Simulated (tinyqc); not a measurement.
Inside a calculation: smearing for a one-band metal on the fcc lattice. Values are carried at full precision from step to step, so a last printed digit may differ when a step is redone from the rounded ones.

Lattice vectors (units of a): a1 = (0, 1/2, 1/2), a2 = (1/2, 0, 1/2), a3 = (1/2, 1/2, 0). E(k) = -t A_1(k) - t2 A_2(k), A_m the sum of cos(k . R) over the 12 nearest and 6 second lattice vectors. Mesh k = sum (j_i/N) b_i, j_i = 0 .. N-1.

Values chosen for the exercise:
```
symbol  value  unit  meaning
t       1.46   eV    nearest hopping
t2      0.22   eV    second hopping
N       5            unshifted mesh
ne      0.99         electrons per cell
sigma   0.73   eV    width
```

## Levels on the mesh

Evaluate the band and collect equal energies with their counts.

Distinct levels:
```
E_k (eV)  points
-18.8400       1
-11.8749       8
-9.9734        6
-3.8951       12
-0.8183       24
-0.6051        8
2.5934         6
2.9383        24
4.1600        24
4.9151        12
```

10 distinct levels; the mean spacing is 2.639 eV.

## Fermi level with Fermi-Dirac smearing

With x = (E_k - mu)/sigma: Fermi-Dirac f = 1/(1 + exp(x)), s = -f ln f - (1 - f) ln(1 - f). With weights w = points/N^d (d the dimension), mu solves 2 sum w f = ne; E = 2 sum w f E_k, S = 2 sum w s, F = E - sigma S.

Weights w = points/total. Bisection from the lowest and highest level; ten steps are shown.

Bisection:
```
step  low (eV)  high (eV)  mu (eV)  electrons
1     -18.8400     4.9151  -6.9625     0.2413
2      -6.9625     4.9151  -1.0237     0.6423
3      -1.0237     4.9151   1.9457     1.0590
4      -1.0237     1.9457   0.4610     0.8829
5       0.4610     1.9457   1.2033     0.9641
6       1.2033     1.9457   1.5745     1.0070
7       1.2033     1.5745   1.3889     0.9847
8       1.3889     1.5745   1.4817     0.9956
9       1.3889     1.4817   1.4353     0.9901
10      1.3889     1.4353   1.4121     0.9874
```

## Occupations and energies

Converge mu, then list x, f and s of each level and form the sums.

mu = 1.4345 eV

x, f and s of each level:
```
E_k (eV)       x       f       s
-18.8400  -27.77  1.0000  0.0000
-11.8749  -18.23  1.0000  0.0000
-9.9734   -15.63  1.0000  0.0000
-3.8951    -7.30  0.9993  0.0056
-0.8183    -3.09  0.9563  0.1795
-0.6051    -2.79  0.9423  0.2205
2.5934      1.59  0.1697  0.4555
2.9383      2.06  0.1130  0.3528
4.1600      3.73  0.0233  0.1108
4.9151      4.77  0.0084  0.0486
```

E = -3.6846 eV
S = 0.3293
F = -3.9250 eV
(E + F)/2 = -3.8048 eV

Levels with f between 0.001 and 0.999: 6. (E + F)/2 removes the term in sigma^2 for this scheme. That argument needs a smooth density of states, and the number of distinct levels within 2 sigma of mu is only 1, so it may fail on this mesh.

## Checks

- The slope dF/d sigma by finite differences against -S: both -0.32932.
- The slope dF/d ne by finite differences against mu (eV): both 1.4345.

tinyqc: `OMP_NUM_THREADS=1 python tinyqc.py 1681526 1681527 out.jsonl`; about 0.3 s, one thread, shared Intel(R) Xeon(R) Processor @ 2.30GHz.
